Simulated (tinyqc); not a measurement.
Worked calculation: MP2 on RHF in the 6-31g basis, for H3+, spin multiplicity 1. One step of it, computed by the program tinyqc.

Task: Second-order Moller-Plesset energy. E2 = sum_ijab (ia|jb) [2 (ia|jb) - (ib|ja)] / (e_i + e_j - e_a - e_b) over occupied i, j and virtual a, b; the opposite-spin part is (ia|jb)^2 / denominator, the rest is same-spin, and SCS-MP2 scales them by 6/5 and 1/3.

orbital energies (hartree): MO1 -1.057120, MO2 -0.331423, MO3 -0.106314, MO4 0.488886, MO5 0.599406, MO6 0.856722

Two-electron integrals over orbitals (pq|rs), unique and non-zero (hartree):
```
(11|11) 0.591212    (21|11) -0.000126   (21|21) 0.118465    (22|11) 0.462937
(22|21) 0.000134    (22|22) 0.455676    (31|11) 0.056620    (31|21) 0.000012
(31|22) -0.021633   (31|31) 0.073776    (32|11) 0.000029    (32|21) -0.065008
(32|22) -0.000075   (32|31) -0.000059   (32|32) 0.057163    (33|11) 0.419326
(33|21) -0.000111   (33|22) 0.361684    (33|31) 0.032567    (33|32) 0.000065
(33|33) 0.364990    (41|11) -0.116864   (41|21) 0.000106    (41|22) -0.071496
(41|31) -0.015631   (41|32) -0.000027   (41|33) -0.044057   (41|41) 0.067256
(42|11) 0.000166    (42|21) -0.028680   (42|22) 0.000062    (42|31) 3.67e-06
(42|32) 0.010408    (42|33) 0.000064    (42|41) -0.000117   (42|42) 0.029825
(43|11) -0.013328   (43|21) 0.000010    (43|22) -0.004206   (43|31) 0.008258
(43|32) -0.000017   (43|33) -0.000854   (43|41) 0.016485    (43|42) 0.000015
(43|43) 0.035253    (44|11) 0.463251    (44|21) -0.000246   (44|22) 0.380196
(44|31) 0.045787    (44|32) 0.000107    (44|33) 0.363046    (44|41) -0.065988
(44|42) 0.000137    (44|43) 0.005606    (44|44) 0.403618    (51|11) -0.000022
(51|21) -0.066887   (51|22) -0.000160   (51|31) 9.34e-07    (51|32) 0.029793
(51|33) 0.000012    (51|41) -0.000038   (51|42) 0.038667    (51|43) 0.000014
(51|44) 0.000080    (51|51) 0.061522    (52|11) -0.126138   (52|21) -0.000128
(52|22) -0.107769   (52|31) 0.009502    (52|32) 0.000045    (52|33) -0.050448
(52|41) 0.058107    (52|42) 0.000008    (52|43) -0.006257   (52|44) -0.078717
(52|51) 0.000203    (52|52) 0.092501    (53|11) 0.000032    (53|21) 0.010525
(53|22) 0.000023    (53|31) 0.000031    (53|32) 0.005369    (53|33) 0.000036
(53|41) 0.000016    (53|42) -0.016249   (53|43) -0.000008   (53|44) 0.000022
(53|51) -0.020564   (53|52) -0.000070   (53|53) 0.019444    (54|11) -0.000067
(54|21) 0.095589    (54|22) 0.000106    (54|31) 0.000041    (54|32) -0.052774
(54|33) -0.000066   (54|41) 0.000087    (54|42) -0.024853   (54|43) 0.000013
(54|44) -0.000185   (54|51) -0.057051   (54|52) -0.000114   (54|53) 0.009530
(54|54) 0.087503    (55|11) 0.452615    (55|21) 0.000414    (55|22) 0.441693
(55|31) -0.021660   (55|32) -0.000225   (55|33) 0.345387    (55|41) -0.081288
(55|42) -0.000033   (55|43) 0.000320    (55|44) 0.377575    (55|51) -0.000376
(55|52) -0.122758   (55|53) 0.000067    (55|54) 0.000371    (55|55) 0.454438
(61|11) -0.043199   (61|21) -0.000050   (61|22) 0.041045    (61|31) -0.064988
(61|32) 0.000079    (61|33) -0.026941   (61|41) 0.019513    (61|42) 0.000040
(61|43) 0.026819    (61|44) -0.025472   (61|51) 0.000021    (61|52) -0.034995
(61|53) -0.000031   (61|54) -0.000070   (61|55) 0.050762    (61|61) 0.100816
(62|11) -0.000081   (62|21) 0.076417    (62|22) 0.000020    (62|31) 0.000078
(62|32) -0.038724   (62|33) -0.000053   (62|41) 0.000087    (62|42) -0.033784
(62|43) -0.000031   (62|44) -0.000152   (62|51) -0.058746   (62|52) -0.000074
(62|53) 0.022038    (62|54) 0.065693    (62|55) 0.000224    (62|61) -0.000146
(62|62) 0.067919    (63|11) -0.133342   (63|21) 0.000094    (63|22) -0.073887
(63|31) -0.034397   (63|32) -0.000016   (63|33) -0.061483   (63|41) 0.058356
(63|42) -0.000097   (63|43) 0.011182    (63|44) -0.082562   (63|51) -0.000031
(63|52) 0.049318    (63|53) 0.000008    (63|54) 0.000062    (63|55) -0.073595
(63|61) 0.034503    (63|62) 0.000066    (63|63) 0.068912    (64|11) 0.034799
(64|21) 0.000134    (64|22) -0.042926   (64|31) 0.070456    (64|32) -0.000134
(64|33) 0.023354    (64|41) -0.009918   (64|42) -0.000060   (64|43) -0.004479
(64|44) 0.031939    (64|51) -0.000067   (64|52) 0.033572    (64|53) 0.000042
(64|54) 0.000156    (64|55) -0.054937   (64|61) -0.085610   (64|62) 0.000196
(64|63) -0.028018   (64|64) 0.092153    (65|11) 0.000034    (65|21) -0.102815
(65|22) -0.000153   (65|31) -0.000044   (65|32) 0.064253    (65|33) 0.000063
(65|41) -0.000069   (65|42) 0.039323    (65|43) 0.000015    (65|44) 0.000179
(65|51) 0.072612    (65|52) 0.000170    (65|53) -0.013383   (65|54) -0.092622
(65|55) -0.000458   (65|61) 0.000102    (65|62) -0.079198   (65|63) -0.000049
(65|64) -0.000183   (65|65) 0.113641    (66|11) 0.571314    (66|21) -0.000316
(66|22) 0.449565    (66|31) 0.061282    (66|32) 0.000142    (66|33) 0.414071
(66|41) -0.131723   (66|42) 0.000244    (66|43) -0.018523   (66|44) 0.459449
(66|51) 0.000106    (66|52) -0.128502   (66|53) 0.000008    (66|54) -0.000240
(66|55) 0.450758    (66|61) -0.054587   (66|62) -0.000222   (66|63) -0.144713
(66|64) 0.044616    (66|65) 0.000236    (66|66) 0.596361
```

Hartree-Fock energy = -1.22428464 hartree

Give: Terms; Pair energies; MP2 correlation energy; SCS-MP2 correlation energy; MP2 total energy.

Result:

Terms:
```
i  j  a  b    (ia|jb)    (ib|ja)  denominator       term
1  1  2  2     0.1185     0.1185      -1.4514    -0.0097
1  1  3  3     0.0738     0.0738      -1.9016    -0.0029
1  1  6  6     0.1008     0.1008      -3.8277    -0.0027
1  1  2  5    -0.0669    -0.0669      -2.3822    -0.0019
1  1  5  2    -0.0669    -0.0669      -2.3822    -0.0019
1  1  3  6    -0.0650    -0.0650      -2.8646    -0.0015
1  1  6  3    -0.0650    -0.0650      -2.8646    -0.0015
1  1  4  4     0.0673     0.0673      -3.0920    -0.0015
1  1  5  5     0.0615     0.0615      -3.3131    -0.0011
1  1  6  4     0.0195     0.0195      -3.4598  -1.10e-04
1  1  4  6     0.0195     0.0195      -3.4598  -1.10e-04
1  1  4  3    -0.0156    -0.0156      -2.4968  -9.79e-05
1  1  3  4    -0.0156    -0.0156      -2.4968  -9.79e-05
1  1  2  4   1.06e-04   1.06e-04      -2.2717  -4.96e-09
1  1  4  2   1.06e-04   1.06e-04      -2.2717  -4.96e-09
1  1  2  6  -5.00e-05  -5.00e-05      -2.6395  -9.47e-10
1  1  6  2  -5.00e-05  -5.00e-05      -2.6395  -9.47e-10
1  1  4  5  -3.79e-05  -3.79e-05      -3.2025  -4.48e-10
1  1  5  4  -3.79e-05  -3.79e-05      -3.2025  -4.48e-10
1  1  6  5   2.11e-05   2.11e-05      -3.5704  -1.24e-10
1  1  5  6   2.11e-05   2.11e-05      -3.5704  -1.24e-10
1  1  3  2   1.23e-05   1.23e-05      -1.6765  -9.07e-11
1  1  2  3   1.23e-05   1.23e-05      -1.6765  -9.07e-11
1  1  3  5   9.34e-07   9.34e-07      -2.6073          0
1  1  5  3   9.34e-07   9.34e-07      -2.6073          0
```

Pair energies (hartree; pair i-j sums ij and ji):
```
pair  opposite spin  same spin
1-1         -0.0249          0
```

MP2 correlation energy = -0.024913 hartree

SCS-MP2 correlation energy = -0.029895 hartree

MP2 total energy = -1.249197 hartree
